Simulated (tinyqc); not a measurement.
Changing the log10 of the dissolved activity a: potential-pH (Pourbaix) lines of a metal, its cation, its oxide and an oxyanion, with a complexing ligand. Computed by tinyqc, a small Python program. Command: `OMP_NUM_THREADS=1 python tinyqc.py 3008842 3008843 out.jsonl pourb sweep`. One thread of a shared host (Intel(R) Xeon(R) Processor @ 2.30GHz), about 0.01 s of CPU time with the checks.

Potentials are against the standard hydrogen electrode; solids and water have unit activity; dG_f of M, H+ and the electron is zero; F = e N_A and s = R T ln(10)/F. The cation carries z = 2.

Inputs (values chosen for the exercise, modelled on cobalt):
```
quantity                value    unit
dG_f of the cation     -55.32  kJ/mol
dG_f of the oxide     -214.71  kJ/mol
dG_f of the oxyanion  -296.99  kJ/mol
dG_f of water         -237.14  kJ/mol
temperature T          298.15       K
pH                        6.4       -
potential E              -0.2       V
```

Species: M, M2+, MO, MO2(2-).

Constants: R = 8.314462618 J/(mol K); e = 1.602176634e-19 C; N_A = 6.02214076e+23 1/mol.

Method:
- M2+ + 2e = M; MO + 2H+ + 2e = M + H2O; MO2(2-) + 4H+ + 2e = M + 2H2O. For each, E0 = -dG/(z F), and E = E0 + (s/z) log10 a - (s n_H/z) pH, with no activity term for the oxide.
- Two oxidised species coexist where their lines against the metal cross: pH1 (cation/oxide) = [E0(oxide) - E0(cation)]/s - (log10 a)/z; pH2 (oxide/oxyanion) = {[E0(oxyanion) - E0(oxide)]/s + (log10 a)/z}/(4/z - 1).
- The metal is stable below the lowest of the three lines; above it, the species of the lowest line is stable. Water lines at 1 bar: hydrogen E = -s pH, oxygen E = -dG_f(water)/(2F) - s pH.

One run for each value:
```
log10 of the dissolved activity a    pH1    pH2  width of the oxide field, pH2 - pH1  upper limit of immunity (V)
-6                                 9.811  10.57                                0.755                      -0.4642
-5                                 9.311  11.07                                1.755                      -0.4346
-4                                 8.811  11.57                                2.755                      -0.4050
-3                                 8.311  12.07                                3.755                      -0.3754
-2                                 7.811  12.57                                4.755                      -0.3458
-1                                 7.311  13.07                                5.755                      -0.3163
```

What does the table show?

Over the rows, pH1 falls from 9.81 to 7.31; pH2 rises from 10.6 to 13.1; width of the oxide field, pH2 - pH1 rises from 0.755 to 5.75.  Left out: -8.00, -7.00 (the oxide has no field in range).

Caution (all rows): other oxidation states, hydroxides and hydrides are left out, and the lines say nothing of rates.

Extremes, crossings and ranges named in words are read from the listed rows.
